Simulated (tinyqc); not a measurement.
Worked calculation: two coupled magnetic layers: synthetic antiferromagnet, spin flop, exchange bias and magnetoresistance. Computed by tinyqc, a small Python program that keeps every step. Command: `OMP_NUM_THREADS=1 python tinyqc.py 3017853 3017854 out.jsonl saf walk`. One thread of a shared host (Intel(R) Xeon(R) Processor @ 2.30GHz), about 0.3 s of CPU time with the checks. Intermediate numbers are printed to about 6 digits and carried at full precision; extremes and crossings named in words are read from the listed rows.

Moments lie in the plane at the angles p1, p2 from the field. Energy per area: E = J1 cos(p1 - p2) + J2 cos^2(p1 - p2) - B M_s (t1 cos p1 + t2 cos p2) + K (t1 sin^2 p1 + t2 sin^2 p2).

Inputs (values chosen for the exercise, for a model stack):
```
quantity                           value              unit
saturation magnetisation M_s        1120              kA/m
thickness t1                         1.9                nm
thickness t2                         1.9                nm
antiferromagnetic coupling J1       0.18            mJ/m^2
biquadratic coupling J2            0.019            mJ/m^2
in-plane anisotropy K                4.9            kJ/m^3
field over the saturation field     0.84                 -
spin polarisation P1                0.78                 -
spin polarisation P2                 0.4                 -
resistance-area product, parallel      4  ohm micrometre^2
exchange-bias energy J_ex           0.14            mJ/m^2
```

Field direction: along the easy axis.

## Saturation field

The parallel state is stable while the Hessian at p1 = p2 = 0 is positive: with c = J1 + 2 J2 and u = B M_s + 2K, (u t1 - c)(u t2 - c) > c^2, so B_sat M_s = c (1/t1 + 1/t2) - 2K. B_K = 2K/M_s.

exchange field c (1/t1 + 1/t2)/M_s = 204.887 mT

B_K = 8.75 mT

saturation field B_sat = 196.137 mT

applied field B = 164.755 mT

## Limit of the antiparallel state

With p1 = 0, p2 = 180 degrees and c2 = J1 - 2 J2 the Hessian is [[c2 + t1 (2K + b), -c2], [-c2, c2 + t2 (2K - b)]], b = B M_s; its determinant vanishes at the positive root of t1 t2 b^2 - c2 (t1 - t2) b - [2K c2 (t1 + t2) + 4 K^2 t1 t2] = 0.

stability limit B_sf of the antiparallel state = 35.2750 mT

For equal layers this is sqrt(B_K (B_K + B_c)) with B_c = c2 (1/t1 + 1/t2)/M_s, nearly the geometric mean of anisotropy and coupling fields: 4.0 B_K. The flopped state becomes the lower one slightly earlier, so the spin flop is hysteretic.

## Equilibrium at the field B

The lowest minimum of E over both angles (from five starts; of two mirror images the one with p1 >= 0, and for equal layers |p1| <= |p2|).

p1 = 25.6449 degrees

p2 = -25.6449 degrees

m/m_sat along B = 0.901494

energy = -0.508639 mJ/m^2

The moments are canted, 51.3 degrees apart.

## Tunnel magnetoresistance against a free layer along B

Julliere: TMR = 2 P1 P2/(1 - P1 P2). Conductance G(theta) = G0 (1 + P1 P2 cos theta), so RA(theta) = RA_P (1 + P1 P2)/(1 + P1 P2 cos theta); theta = p2 for the layer next to the barrier.

TMR = 90.6977 %

RA, antiparallel = 7.62791 ohm micrometre^2

RA at this field = 4.09595 ohm micrometre^2

## Pinning of a single layer

A layer t1 on an antiferromagnet is shifted by B_ex = J_ex/(M_s t1).

bias field, single layer = 65.7895 mT

## Magnetisation curve

The formulas are those given above.

Equilibrium states:
```
B/B_sat   B (mT)  p1 (degrees)  p2 (degrees)  m/m_sat
0.02       3.923        0.0000      -180.000  0.00000
0.06      11.768        0.0000      -180.000  0.00000
0.12      23.536        0.0000      -180.000  0.00000
0.20      39.227       72.5898       -72.590  0.29921
0.30      58.841       64.7112       -64.711  0.42718
0.45      88.262       53.8381       -53.838  0.59007
0.60     117.682       43.5141       -43.514  0.72521
0.80     156.910       28.9804       -28.980  0.87479
0.95     186.330       13.9451       -13.945  0.97053
1.10     215.751        0.0000         0.000  1.00000
```

The collinear state is the lowest in 3 row(s), with m/m_sat = (t1 - t2)/(t1 + t2) = 0.000; then the moments are canted and close at B_sat. The largest gap between m/m_sat and B/B_sat in the canted rows is 0.140: J2 bends the curve.

Checks made by the program: the energy against a grid over both angles (relative difference 7e-08).
